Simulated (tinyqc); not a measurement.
The 3-omega method: a line heater on a substrate with a thin film: one step, computed by the program tinyqc.

A current at angular frequency omega = 2 pi f heats the line at 2 omega with the amplitude P per length; the temperature swing Delta T at 2 omega gives a voltage at 3 omega. The substrate is taken as semi-infinite and isotropic, and the heat capacity of heater and film is left out.

Problem. The film adds a constant step. One-dimensional flow across the film: Delta T_f = P (t/kappa_f + R_i)/(2 b); total in-phase swing Delta T = Delta T_s + Delta T_f; third-harmonic amplitude V_3 = V_1 beta |Delta T|/2 with the out-of-phase part included; the apparent film conductivity is t/(t/kappa_f + R_i).

Inputs (values chosen for the exercise, modelled on hafnia on silicon carbide):
```
quantity                                    value        unit
heater half-width b                           7.4  micrometre
power amplitude per length P                   30         W/m
film thickness t                               39          nm
film conductivity kappa_f                    0.96     W/(m K)
interface resistance R_i                      5.5    m^2 K/GW
temperature coefficient of resistance beta    1.9      1e-3/K
voltage amplitude V_1                         2.5           V
```

in-phase Delta T_s = 0.08362065 K

out-of-phase Delta T_s = -0.01889774 K

Give: Delta T_f; total in-phase swing; V_3; apparent film conductivity; film share of the in-phase swing.

Solution.

Delta T_f = 0.09350 K

total in-phase swing = 0.1771 K

V_3 = 0.4230 mV

apparent film conductivity = 0.8455 W/(m K)

film share of the in-phase swing = 0.5279

The interface lowers the apparent conductivity by 12 %. The film gives a large part of the signal. Caution: the penetration depth exceeds a fifth of the substrate thickness, so the back face is felt and the semi-infinite formula fails.
